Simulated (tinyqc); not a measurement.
Worked calculation: Hueckel theory of the pi electrons, for the molecule BC(C=CN=C)=CC=C (SMILES; centres numbered as the heavy atoms are written). One step of it, computed by the program tinyqc.

Problem. Energy, charges, bond orders. E = sum n x; q_r = z_r - P_rr; bond order p = P_rs; free valence = sqrt(3) - sum of p over the bonds of the atom.

x values: 1.979053  1.655432  1.104599  0.395480  -0.280113  -0.733210  -1.296344  -1.450689  -2.044208

occupations: 2.000000  2.000000  2.000000  2.000000  0.000000  0.000000  0.000000  0.000000  0.000000

charge and bond-order matrix P, lower triangle:
```
,1B,2C,3C,4C,5N,6C,7C,8C,9C
1B,0.115472
2C,0.335872,1.054749
3C,0.096032,0.494668,0.996296
4C,-0.073388,-0.019957,0.772868,0.990906
5N,-0.028072,-0.091064,-0.025347,0.481394,1.174858
6C,0.049725,0.037489,-0.370878,-0.062836,0.852272,0.845649
7C,0.228890,0.714792,-0.033528,-0.314223,0.022044,0.242521,0.898527
8C,-0.058424,-0.018083,-0.094099,0.008473,0.029502,-0.015445,0.508984,1.006933
9C,-0.176433,-0.343724,0.023918,0.249626,-0.015445,-0.213019,0.090324,0.852708,0.916609
```

Centres:
```
centre,"z_r, pi electrons of the neutral centre",h
1B,0,-1.130000
2C,1,0.000000
3C,1,0.000000
4C,1,0.000000
5N,1,0.460000
6C,1,0.000000
7C,1,0.000000
8C,1,0.000000
9C,1,0.000000
```

Bonds:
```
i,j,k
1,2,0.750000
2,3,1
3,4,1
4,5,1
5,6,1
2,7,1
7,8,1
8,9,1
```

Give: pi energy = 8 alpha + this times beta; pi charges; Bond orders and lengths from R = 1.517 - 0.180 p; free valence of the carbons; gap between the highest filled and the next level.

Solution.

pi energy = 8 alpha + this times beta = 10.2691

pi charges: 1B -0.1155, 2C -0.0547, 3C 0.0037, 4C 0.0091, 5N -0.1749, 6C 0.1544, 7C 0.1015, 8C -0.0069, 9C 0.0834

Bond orders and lengths from R = 1.517 - 0.180 p (angstrom, C-C alone):
```
bond,p,R
1-2,0.3359,-
2-3,0.4947,1.4280
3-4,0.7729,1.3779
4-5,0.4814,-
5-6,0.8523,-
2-7,0.7148,1.3883
7-8,0.5090,1.4254
8-9,0.8527,1.3635
```

free valence of the carbons: 2C 0.1867, 3C 0.4645, 4C 0.4778, 6C 0.8798, 7C 0.5083, 8C 0.3704, 9C 0.8793

gap between the highest filled and the next level = 0.6756 |beta|
